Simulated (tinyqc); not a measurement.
Donor near an oxide interface in a gate field (two-state model): one step. Binding in the plane. Four cases, with inputs chosen for the exercise.

Problem. Give D, D', the best L, both terms and E_rho.

Interface at z = 0 (hard wall), donor at z = d, field F pulling electrons to the interface: potential e F z; 1 kV/cm = 1e-5 eV/angstrom, c = hbar^2/2m0, q = e^2/(4 pi eps0), Q = (eps - eo)/(eps + eo). Donor state: E_D = e F d - ED - q Q/(4 eps d), the last term joining the images of ion and electron. Interface state: z exp(-b z/2) exp(-rho^2/(2 L^2)) with E_z = c b^2/(4 mz) + 3 e F/b + q Q b/(8 eps), minimised over b; in the plane at z = 3/b the ion (distance D = d - 3/b) and its image (D' = d + 3/b) give E_rho = c/(mt L^2) - (q/eps)(sqrt(pi)/L)[erfcx(D/L) + Q erfcx(D'/L)], erfcx(x) = exp(x^2) erfc(x), minimised over L. E_I = E_z + E_rho.

Constants: hbar^2/2m0 = 3.80998211 eV angstrom^2; e^2/(4 pi eps0) = 14.39964547 eV angstrom.

Give: D, D'; L; kinetic and Coulomb terms; E_rho.

Case 1.

Values chosen (out of a larger set: near those of a donor in Si below Si3N4, static dielectric constants; not measured data):
- d = 70 angstrom (depth of the donor)
- mt = 0.19 m0 (mass in the plane)
- eps = 11.3 (dielectric constant of the semiconductor)

Q = 0.202128
<z> = 27.791 angstrom

Solution.

D, D' (angstrom): [42.2, 97.8]

L = 63.3 angstrom

kinetic and Coulomb terms (meV): [5.01, -21.51]

E_rho = -16.50 meV

The bottom of the well lies at -32.8 meV, so the level is 50 % of the way up; L/D = 1.50. Above the critical field the ionised donor would thus still hold its electron as a dot at the interface.

Case 2.

Values chosen (out of a larger set: near those of a donor in Si below SiO2, static dielectric constants; not measured data):
- d = 80 angstrom (depth of the donor)
- mt = 0.192 m0 (mass in the plane)
- eps = 11.6 (dielectric constant of the semiconductor)

Q = 0.496774
<z> = 28.175 angstrom

Solution.

D, D' (angstrom): [51.8, 108.2]

L = 68.6 angstrom

kinetic and Coulomb terms (meV): [4.22, -21.13]

E_rho = -16.91 meV

The bottom of the well lies at -29.7 meV, so the level is 43 % of the way up; L/D = 1.32. Above the critical field the ionised donor would thus still hold its electron as a dot at the interface.

Case 3.

Values chosen (out of a larger set: near those of a donor in Si below SiO2, static dielectric constants; not measured data):
- d = 90 angstrom (depth of the donor)
- mt = 0.194 m0 (mass in the plane)
- eps = 11.6 (dielectric constant of the semiconductor)

Q = 0.496774
<z> = 29.761 angstrom

Solution.

D, D' (angstrom): [60.2, 119.8]

L = 74.1 angstrom

kinetic and Coulomb terms (meV): [3.57, -18.86]

E_rho = -15.29 meV

The bottom of the well lies at -25.8 meV, so the level is 41 % of the way up; L/D = 1.23. Above the critical field the ionised donor would thus still hold its electron as a dot at the interface.

Case 4.

Values chosen (out of a larger set: near those of a donor in Si below HfO2, static dielectric constants; not measured data):
- d = 80 angstrom (depth of the donor)
- mt = 0.191 m0 (mass in the plane)
- eps = 11.4 (dielectric constant of the semiconductor)

Q = -0.317365
<z> = 23.864 angstrom

Solution.

D, D' (angstrom): [56.1, 103.9]

L = 80.6 angstrom

kinetic and Coulomb terms (meV): [3.07, -11.47]

E_rho = -8.40 meV

The bottom of the well lies at -18.6 meV, so the level is 55 % of the way up; L/D = 1.44. Above the critical field the ionised donor would thus still hold its electron as a dot at the interface.

Computed by tinyqc, one run a case: `OMP_NUM_THREADS=1 python tinyqc.py N N+1 out.jsonl` with N = 1251711, 1251715, 1251977, 1252208; one thread of a shared Intel(R) Xeon(R) Processor @ 2.30GHz, about 0.1 s a run at most.
